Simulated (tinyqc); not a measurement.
Mass and degeneracy from charge and saturation current.

Inverse problem. At high drain voltage only states moving towards the drain are filled: n = (N0/2) F_0(eta), N0 = gv m kB T/(pi hbar^2), F_0(x) = ln(1 + exp x), and I = q (N0/2) vT F_(1/2)(eta) per width, vT = sqrt(2 kB T/(pi m)), F_(1/2)(x) = (2/sqrt(pi)) int_0^infinity u^(1/2)/(1 + exp(u - x)) du. Find eta and m.

Values chosen for this exercise:

| symbol | value | unit | meaning |
|---|---|---|---|
| T | 200 | K | temperature |
| gv | 2 |  | valley degeneracy |

Constants: q = 1.602176634e-19 C, kB = 1.380649e-23 J/K, hbar = 1.054571817e-34 J s, m0 = 9.1093837015e-31 kg. Results are converted to the units shown.

n = 6.3490400e12 cm^-2
I = 804.01402 uA/um

Solution. The mass drops out of I^2/(q^2 n) = gv (kB T)^2 F_(1/2)^2/(pi^2 hbar^2 F_0), which rises with eta and so fixes it; n then gives m.

eta = 1.580
m = 0.4990 m0

Program tinyqc, `OMP_NUM_THREADS=1 python tinyqc.py 2400081 2400082 out.jsonl`; Intel Xeon 2.30GHz, shared host, one thread, about 0.01 s.
